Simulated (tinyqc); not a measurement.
Ferroelectric hysteresis, discrete Preisach model: First-order reversal: partial erase after a full write.

36 bistable elements (j, k) switch to +1 when V reaches u_j and to -1 when V falls to -u_k, and keep their state between. P = Ps sum w_jk s_jk. All elements start at -1. No time dependence and no dielectric part.

w_jk is proportional to exp[-(a_j^2 + a_k^2 - 2 cr a_j a_k)/(2 (1 - cr^2))], a_j = (u_j - Vc)/sg, and the weights sum to one. Sequence: +6 V, then -Vr (state P1), then +Vr (state P2), then -Vr again (P3).

Values chosen for this exercise:
- Ps = 36 uC/cm^2 (saturation polarisation)
- Vc = 2.7 V (mean coercive voltage)
- sg = 1.4 V (spread of the switching voltages)
- up = [0.5, 1.5, 2.5, 3.5, 4.5, 5.5] V (list of the u_j)
- cr = 0.5 (correlation of up and down voltages)

First-order reversal: partial erase after a full write:
```
Vr (V)  P1 (uC/cm^2)  P2 (uC/cm^2)  P3 (uC/cm^2)
0             36.000        36.000        36.000
1             30.210        31.593        30.210
2             15.680        25.619        15.680
3             -5.565        24.031        -5.565
4            -23.876        28.597       -23.876
5            -33.207        33.706       -33.207
6            -36.000        36.000       -36.000
```

What does the table show?

P1 falls from 36.0 to -36.0 uC/cm^2; the largest single drop, 21.2 uC/cm^2, comes between Vr = 2 and 3 V. P3 equals P1 in every row: a minor loop closes on itself (return-point memory). The height P2 - P1 of the minor loop goes from 1.38 uC/cm^2 at Vr = 1 V to 72.0 at full amplitude.

tinyqc, about 0.01 s, one thread, Intel Xeon 2.30GHz (shared host): `OMP_NUM_THREADS=1 python tinyqc.py 2860128 2860129 out.jsonl`
